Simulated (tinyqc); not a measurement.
Alloy A(1-x)B(x) by interpolation with bowing: one step. Gaps and lattice constant at x. Three cases, with inputs chosen for the exercise.

Task: Also give the wavelength hc/E of the lowest gap.

Each gap follows E(x) = (1 - x) E_A + x E_B - C x (1 - x); the lattice constant follows Vegard, a(x) = (1 - x) a_A + x a_B.

Constants: hc = 1239.841984 eV nm.

Give: a(x); linear parts; bowing terms C x (1 - x); gaps; wavelength of the lowest gap.

Case 1.

Values chosen (A near Ge, B near Si; shifted at random, so the results belong to these values and not to a real crystal): a = (5.651, 5.423) angstrom (lattice constant of A, B); x = 0.67 (fraction of B); Eg = (0.902, 4.189) eV (gap at Gamma to the s-like level of A, B); EgX = (0.921, 1.162) eV (gap to the lowest valley along Gamma-X of A, B); EgL = (0.746, 2.071) eV (gap to L of A, B); C = (0.229, 0.188, 0.06) eV (bowing of the Gamma, X and L gaps).

Result:

a(x) = 5.4982 angstrom

linear parts (eV): Gamma 3.1043, X 1.0825, L 1.6338

bowing terms C x (1 - x) (eV): Gamma 0.0506, X 0.0416, L 0.0133

gaps (eV): Gamma 3.0537, X 1.0409, L 1.6205

wavelength of the lowest gap = 1191.1 nm

The lowest valley is X, so the gap is indirect; the next, L, lies 580 meV higher.

Case 2.

Values chosen (A near Si, B near Ge; shifted at random, so the results belong to these values and not to a real crystal): a = (5.43, 5.662) angstrom (lattice constant of A, B); x = 0.95 (fraction of B); Eg = (4.175, 0.901) eV (gap at Gamma to the s-like level of A, B); EgX = (1.178, 0.917) eV (gap to the lowest valley along Gamma-X of A, B); EgL = (2.069, 0.739) eV (gap to L of A, B); C = (0.21, 0.188, 0) eV (bowing of the Gamma, X and L gaps).

Result:

a(x) = 5.6504 angstrom

linear parts (eV): Gamma 1.0647, X 0.9301, L 0.8055

bowing terms C x (1 - x) (eV): Gamma 0.0100, X 0.0089, L 0.0000

gaps (eV): Gamma 1.0547, X 0.9211, L 0.8055

wavelength of the lowest gap = 1539.2 nm

The lowest valley is L, so the gap is indirect; the next, X, lies 116 meV higher.

Case 3.

Values chosen (A near Ge, B near Si; shifted at random, so the results belong to these values and not to a real crystal): a = (5.662, 5.432) angstrom (lattice constant of A, B); x = 0.74 (fraction of B); Eg = (0.911, 4.175) eV (gap at Gamma to the s-like level of A, B); EgX = (0.939, 1.167) eV (gap to the lowest valley along Gamma-X of A, B); EgL = (0.752, 2.091) eV (gap to L of A, B); C = (0.176, 0.217, 0.03) eV (bowing of the Gamma, X and L gaps).

Result:

a(x) = 5.4918 angstrom

linear parts (eV): Gamma 3.3264, X 1.1077, L 1.7429

bowing terms C x (1 - x) (eV): Gamma 0.0339, X 0.0418, L 0.0058

gaps (eV): Gamma 3.2925, X 1.0660, L 1.7371

wavelength of the lowest gap = 1163.1 nm

The lowest valley is X, so the gap is indirect; the next, L, lies 671 meV higher.

Computed by tinyqc, one run a case: `OMP_NUM_THREADS=1 python tinyqc.py N N+1 out.jsonl` with N = 1050328, 1050366, 1050370; one thread of a shared Intel(R) Xeon(R) Processor @ 2.30GHz, about 0.01 s a run at most.
